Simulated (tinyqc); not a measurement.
Capacitance of parallel on-chip lines from Laplace's equation on a mesh: two steps of the calculation.

Cross-section of an endless row of equal lines between two grounded planes; neighbours are driven in antiphase (+1 V and -1 V), so the plane midway between two lines is at 0 V. By symmetry one quarter is solved: x runs from the centre of a line (column 0, mirror) to that midplane (column 3, 0 V), y from the mid-height of the line (row 0, mirror) to the ground plane (row 4, 0 V). The line fills columns 0 to 1 and rows 0 to 2 at 1 V. Cells beside the line (below row 2) have e2, cells above have e1. Each link between nodes has the conductance g = mean permittivity of the two cells beside it (a cell beyond a mirror counts as 0), and the free nodes obey sum g (V_neighbour - V) = 0.

Values chosen for this exercise: relative permittivity above and below the lines e1 = 3; relative permittivity between the lines e2 = 1; over-relaxation factor om = 1.4.

Problem 1. Link conductances. gx[j, i] joins node (row j, column i) to column i + 1, gy[j, i] to row j + 1.

Wanted: gx; gy.

Solution 1.

gx:
```
        col 0   col 1   col 2
row 0  0.5000  0.5000  0.5000
row 1   1.000   1.000   1.000
row 2   2.000   2.000   2.000
row 3   3.000   3.000   3.000
row 4   1.500   1.500   1.500
```

gy:
```
        col 0  col 1  col 2   col 3
row 0  0.5000  1.000  1.000  0.5000
row 1  0.5000  1.000  1.000  0.5000
row 2   1.500  3.000  3.000   1.500
row 3   1.500  3.000  3.000   1.500
```

Problem 2. Relaxation sweep. One sweep visits the free nodes row by row from row 0, left to right, and replaces V by V + om (weighted mean of the neighbours - V), using new values at once.

V after sweep 1 (V):
```
           col 0      col 1      col 2      col 3
row 0  1.0000000  1.0000000  0.3500000  0.0000000
row 1  1.0000000  1.0000000  0.4725000  0.0000000
row 2  1.0000000  1.0000000  0.4326875  0.0000000
row 3  0.3500000  0.4725000  0.3168156  0.0000000
row 4  0.0000000  0.0000000  0.0000000  0.0000000
```

gx:
```
       col 0  col 1  col 2
row 0    0.5    0.5    0.5
row 1      1      1      1
row 2      2      2      2
row 3      3      3      3
row 4    1.5    1.5    1.5
```

gy:
```
       col 0  col 1  col 2  col 3
row 0    0.5      1      1    0.5
row 1    0.5      1      1    0.5
row 2    1.5      3      3    1.5
row 3    1.5      3      3    1.5
```

Give: V after sweep 2.

Solution 2.

V after sweep 2 (V):
```
       col 0  col 1  col 2  col 3
row 0  1.000  1.000  0.541  0.000
row 1  1.000  1.000  0.502  0.000
row 2  1.000  1.000  0.431  0.000
row 3  0.541  0.461  0.186  0.000
row 4  0.000  0.000  0.000  0.000
```

tinyqc, about 0.6 s, one thread, Intel Xeon 2.30GHz (shared host): `OMP_NUM_THREADS=1 python tinyqc.py 2790145 2790146 out.jsonl`
